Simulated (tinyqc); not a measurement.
Programming of a floating-gate cell by Fowler-Nordheim tunnelling: one step of the calculation.

Per tunnel area the floating gate has Ctun = 3.9 eps0/tox to the channel (0 V) and Ccg to the control gate, Ct = Ctun/(1 - ag), no other coupling. With the threshold shift U = -Q/Ccg the field is F = ag (Vg - U)/tox, and dU/dt = J/Ccg. Fowler-Nordheim: J = A F^2 exp(-B/F), A = q^2/(16 pi^2 hbar mo phi) (times 1e14 for A/cm^2 with F in V/nm, emitter mass m0), B = (4/3) sqrt(mo/C) phi^1.5, C = hbar^2/(2 m0).

Task. Explicit time steps against the exact solution. U(new) = U + dt J(F(U))/Ccg. Exact: exp(B/F(t)) = exp(B/F(0)) + K t, K = A B ag/(Ccg tox), and U = Vg - tox F/ag.

Values chosen for this exercise; oxide values close to those of silicon dioxide: tunnel barrier phi = 3.17 eV; tunnelling mass mo = 0.42 m0; tunnel oxide thickness tox = 7.3 nm; coupling ratio Ccg/Ct ag = 0.68; threshold shift at the start Vt0 = -1.3 V; control-gate voltage Vg = 13.1 V; time step dt = 0.084 us; steps n = 11.

Constants: q = 1.602176634e-19 C, hbar = 1.054571817e-34 J s, m0 = 9.1093837015e-31 kg, eps0 = 8.8541878128e-14 F/cm where lengths are in cm, hbar^2/(2 m0) = 0.0380998212 eV nm^2. Results are converted to the units shown.

Find: t; F; J; U by steps; U exact.

Result.

| step | t (us) | F (V/nm) | J (A/cm^2) | U by steps (V) | U exact (V) |
|---|---|---|---|---|---|
| 0 | 0 | 1.3414 | 1.6948 | -1.3000 | -1.3000 |
| 1 | 0.084000 | 1.3282 | 1.3810 | -1.1584 | -1.1711 |
| 2 | 0.16800 | 1.3174 | 1.1654 | -1.0430 | -1.0626 |
| 3 | 0.25200 | 1.3084 | 1.0077 | -0.9456 | -0.9692 |
| 4 | 0.33600 | 1.3005 | 0.88736 | -0.8614 | -0.8872 |
| 5 | 0.42000 | 1.2936 | 0.79236 | -0.7872 | -0.8143 |
| 6 | 0.50400 | 1.2874 | 0.71546 | -0.7210 | -0.7487 |
| 7 | 0.58800 | 1.2819 | 0.65193 | -0.6612 | -0.6891 |
| 8 | 0.67200 | 1.2768 | 0.59856 | -0.6067 | -0.6346 |
| 9 | 0.75600 | 1.2721 | 0.55310 | -0.5567 | -0.5844 |
| 10 | 0.84000 | 1.2678 | 0.51392 | -0.5105 | -0.5378 |
| 11 | 0.92400 | 1.2638 | 0.47980 | -0.4676 | -0.4945 |

Range of the model: Programming fields of 10 MV/cm and more wear the oxide; trapping and the channel potential are ignored.

Computed by the program tinyqc: `OMP_NUM_THREADS=1 python tinyqc.py 2130161 2130162 out.jsonl`, one thread of a shared Intel Xeon 2.30GHz, about 0.02 s for the whole run.
